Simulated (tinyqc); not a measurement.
## Schottky emission and Poole-Frenkel conduction in an insulator, and how to tell them apart: activation energy against field

Schottky emission (electrode-limited): J = As T^2 exp[-(pb - b sqrt(F))/Vt], b = sqrt(q/(4 pi eps0 ei)). Poole-Frenkel emission (bulk-limited): J = s0 F exp[-(pt - 2 b sqrt(F))/Vt]. F in V/cm.

The activation energy is -d ln J/d(q/kB T) at fixed F.

Inputs (values chosen for the exercise); dielectric values close to those of silicon nitride: temperature T = 350 K; high-frequency relative permittivity ei = 4.31; trap depth pt = 1.14 eV; Poole-Frenkel prefactor s0 = 4.8 S/cm; electrode barrier pb = 1 eV; Richardson constant As = 26 A/(cm^2 K^2).

Constants: q = 1.602176634e-19 C, kB = 1.380649e-23 J/K, Vt = kB T/q, eps0 = 8.8541878128e-14 F/cm where lengths are in cm. Results are converted to the units shown.

Results:
```
F (MV/cm),sqrt(F) ((V/cm)^0.5),"J, Schottky (A/cm^2)",its Ea (eV),"J, Poole-Frenkel (A/cm^2)",its Ea (eV)
0.2,447.2,1.909e-7,0.9786,8.339e-9,0.9765
0.81,900.0,2.968e-6,0.8958,8.166e-6,0.8110
1.43,1196,1.783e-5,0.8417,5.201e-4,0.7028
2.04,1428,7.294e-5,0.7993,0.01242,0.6179
3.27,1808,7.297e-4,0.7298,1.992,0.4789
3.89,1972,0.001971,0.6998,17.30,0.4190
4.5,2121,0.004864,0.6726,121.8,0.3645
```

Estimate the missing row, F = 2.66 MV/cm.

Computed row:
```
F (MV/cm),sqrt(F) ((V/cm)^0.5),"J, Schottky (A/cm^2)",its Ea (eV),"J, Poole-Frenkel (A/cm^2)",its Ea (eV)
2.66,1631,2.491e-4,0.7622,0.1888,0.5438
```

With this row back in the table: Both activation energies fall linearly in sqrt(F), the Poole-Frenkel one twice as fast (0.977 to 0.365 eV against 0.979 to 0.673 eV). They extrapolate to pt = 1.14 eV and to pb + 2 kB T = 1.06 eV, the 2 kB T coming from the T^2. The smaller current changes from one mechanism to the other between F = 0.2 and 0.81 MV/cm. For F = 2.04, 2.66, 3.27, 3.89, 4.5 a Fowler-Nordheim estimate for tunnelling through pb with a mass of 0.4 m0 exceeds the Schottky current, so tunnelling, left out here, would compete. For F = 2.66, 3.27, 3.89, 4.5 a Fowler-Nordheim estimate for tunnelling through pb with a mass of 0.4 m0 exceeds the Poole-Frenkel current, so tunnelling, left out here, would compete.

Computed by the program tinyqc: `OMP_NUM_THREADS=1 python tinyqc.py 2370152 2370153 out.jsonl`, one thread of a shared Intel Xeon 2.30GHz, about 0.01 s for the whole run.
